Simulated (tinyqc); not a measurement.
What moves the results: strained quantum well: band edges, subbands and transparency. A value that a table varies takes the place of the one given here.

Growth on (001), barriers unstrained: tr(e) = e (2 - nu2), Z = b e (1 + nu2); Ec = Ev + Eg + ac tr(e), E_HH = Ev + av tr(e) + Z, E_LH = Ev + av tr(e) - Z (coupling to the split-off band left out).

Masses along z: me, 1/(g1 - 2 g2) for HH, 1/(g1 + 2 g2) for LH, likewise in the barrier; in the plane me, 1/(g1 + g2) for HH and 1/(g1 - g2) for LH (no mixing, which understates the hole masses away from k = 0). Level n solves k L + 2 atan[(k/m)/(kappa/mb)] = n pi, k = sqrt(m E/c), kappa = sqrt(mb (V - E)/c), c = hbar^2/2m0.

Transparency (Bernard-Duraffourg): Fc - Fv equals the lowest transition energy with n = p, n = sum m/(2 pi c) kB T ln(1 + exp((Fc - E)/kB T)) and p likewise over the listed subbands; c = hbar^2/2m0, 1/angstrom^2 = 1e16/cm^2.

Constants: hbar^2/2m0 = 3.80998211 eV angstrom^2; kB = 8.617333262e-05 eV/K; hc = 1239.841984 eV nm.

Inputs chosen for the exercise (near those of an InGaAs/InP well; shifted at random, so the results belong to these values and not to a real crystal):

| symbol | value | unit | meaning |
|---|---|---|---|
| nu2 | 0.986 |  | 2 C12/C11 |
| Eg | 0.802 | eV | unstrained gap of the well |
| Ev | -0.609 | eV | its valence edge |
| ac | -6.21 | eV |  |
| av | 1.09 | eV | Ev moves by av tr(e) |
| b | -1.91 | eV | shear potential |
| Egb | 1.35 | eV | gap of the barrier |
| Evb | -0.94 | eV | its valence edge |
| L | 40 | angstrom | well width |
| me | 0.0459 | m0 | electron mass |
| g1 | 12.97 |  | gamma1 |
| g2 | 5.02 |  | gamma2 |
| meb | 0.08 | m0 |  |
| g1b | 5.08 |  |  |
| g2b | 1.6 |  |  |
| T | 350 | K | temperature |
| es | (-0.02, -0.014, -0.008, -0.003, 0, 0.003, 0.007, 0.012) |  | strains |
| e | 0.0053 |  | strain in the plane |
| Ls | (25, 35, 50, 65, 85, 110, 150) | angstrom | widths |

## Strain as a design knob

Only the strain is changed; the unstrained gap and the masses are kept.

Results:

| e (%) | wavelength (nm) | top hole | hh1 - lh1 (meV) | n_tr (1e12/cm^2) | share in top |
|---|---|---|---|---|---|
| -2.0 | 1278 | hh1 | 204 | 0.448 | 0.97 |
| -1.4 | 1287 | hh1 | 165 | 0.450 | 0.96 |
| -0.8 | 1300 | hh1 | 125 | 0.457 | 0.93 |
| -0.3 | 1313 | hh1 | 92 | 0.476 | 0.85 |
| 0.0 | 1322 | hh1 | 72 | 0.499 | 0.77 |
| 0.3 | 1331 | hh1 | 52 | 0.537 | 0.66 |
| 0.7 | 1343 | hh1 | 25 | 0.622 | 0.47 |
| 1.2 | 1373 | lh1 | -8 | 0.725 | 0.74 |

n_tr is largest at e = +1.2 % (0.72), where hh1 - lh1 = -8 meV and the top subband holds 74 % of the holes, and smallest, 0.45, at -2.0 and -1.4 %. The top hole level turns from hh to lh, and the light from TE to TM, between +0.7 and +1.2 %. The wavelength runs from 1278 to 1373 nm.

## Width of the well

All levels anew.

Results:

| L (angstrom) | wavelength (nm) | top hole | hh1 - lh1 (meV) | n_tr (1e12/cm^2) | share in top | n_tr/L (1e18/cm^3) |
|---|---|---|---|---|---|---|
| 25 | 1232 | hh1 | 63 | 0.509 | 0.74 | 2.04 |
| 35 | 1308 | hh1 | 45 | 0.554 | 0.61 | 1.58 |
| 50 | 1384 | hh1 | 24 | 0.636 | 0.45 | 1.27 |
| 65 | 1433 | hh1 | 9 | 0.716 | 0.34 | 1.10 |
| 85 | 1481 | lh1 | -4 | 0.779 | 0.63 | 0.92 |
| 110 | 1532 | lh1 | -14 | 0.796 | 0.65 | 0.72 |
| 150 | 1579 | lh1 | -23 | 0.877 | 0.62 | 0.58 |

The wavelength tunes by 348 nm. The sheet density at transparency changes from 0.51 to 0.88, the top hole subband holding 0.74 and 0.62 of the holes at the ends, while the volume density falls by a factor 3.5. Critical thickness and carrier escape are left out.

## What each parameter does

Edge wavelength, hh1 - lh1 and n_tr. Each row changes one parameter from the base and keeps the others.

Results:

| case | wavelength (nm) | hh1 - lh1 (meV) | n_tr (1e12/cm^2) |
|---|---|---|---|
| base | 1337.8 | 36.8 | 0.580 |
| L = 32 angstrom | 1288.0 | 49.9 | 0.539 |
| e = 0.0033 | 1331.5 | 50.2 | 0.542 |
| Eg = 0.782 eV | 1360.4 | 36.8 | 0.580 |
| b = -2.2 eV | 1333.5 | 31.3 | 0.599 |
| ac = -5.59 eV | 1334.1 | 36.8 | 0.580 |
| me = 0.0505 m0 | 1339.9 | 36.8 | 0.613 |
| g1 = 13.75 | 1331.8 | 33.2 | 0.574 |
| T = 390 K | 1337.8 | 36.8 | 0.663 |

The largest shifts from the base row, up to three for each result and ties (the steps differ in size, so this ranks the rows, not the parameters). wavelength (nm): L -49.8, Eg +22.7, e -6.3; unchanged at the printed digits by T. hh1 - lh1 (meV): e +13.4, L +13.1, b -5.5; unchanged at the printed digits by Eg, ac, me and T. n_tr (1e12/cm^2): T +0.083, L -0.041, e -0.038; unchanged at the printed digits by Eg and ac.

Program tinyqc; command `OMP_NUM_THREADS=1 python tinyqc.py 1250188 1250189 out.jsonl`; about 0.01 s on one thread of a shared Intel(R) Xeon(R) Processor @ 2.30GHz.
